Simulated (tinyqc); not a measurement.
# Minority carriers and saturation current of a heavily doped emitter: effect of temperature on the narrowing factor

n-type, parabolic bands, full ionisation. eta = (EF - Ec)/kB T solves N = Nc F12(eta), F12(x) = (2/sqrt(pi)) int_0^infinity sqrt(u)/(1 + exp(u - x)) du. The gap shrinks rigidly by dEg = E1 [ln(N/N0) + sqrt(ln^2(N/N0) + 0.5)], an empirical law that is here taken as the true narrowing.

Nc is given at 300 K and scales as T^1.5; dEg is held. The factor nie^2/ni^2 = exp(dEg/kB T) g, g = F12(eta) exp(-eta), divides the current gain of a transistor with this emitter.

Inputs (values chosen for the exercise); band and dielectric values close to those of silicon:

| symbol | value | unit | meaning |
|---|---|---|---|
| Nc | 2.82e19 | cm^-3 | conduction-band density of states at 300 K |
| N | 1.7e20 | cm^-3 | ionised donor density |
| E1 | 7.4 | meV | energy of the narrowing law |
| N0 | 1.9e17 | cm^-3 | density of the narrowing law |

Constants: q = 1.602176634e-19 C, kB = 1.380649e-23 J/K, Vt = kB T/q. Results are converted to the units shown.

Effect of temperature on the narrowing factor:
```
T (K),eta,g,nie^2/ni^2,its logarithm
150,7.904,0.006298,15.42,2.735
200,5.863,0.03149,10.96,2.394
250,4.620,0.07807,8.428,2.132
300,3.775,0.1382,6.838,1.923
350,3.157,0.2035,5.765,1.752
400,2.681,0.2681,5.001,1.610
450,2.300,0.3290,4.434,1.489
```

The factor falls from 15.4 to 4.43. Its slope against q/kB T is 17.7 meV between the first two rows and 37.3 meV between the last two, against dEg = 101 meV: degeneracy takes back part of the narrowing. The factor grows on cooling, so the current gain of such a transistor falls.

Range of the model: Band tails, non-parabolic bands and incomplete ionisation are left out.

tinyqc, about 0.01 s, one thread, Intel Xeon 2.30GHz (shared host): `OMP_NUM_THREADS=1 python tinyqc.py 2330012 2330013 out.jsonl`
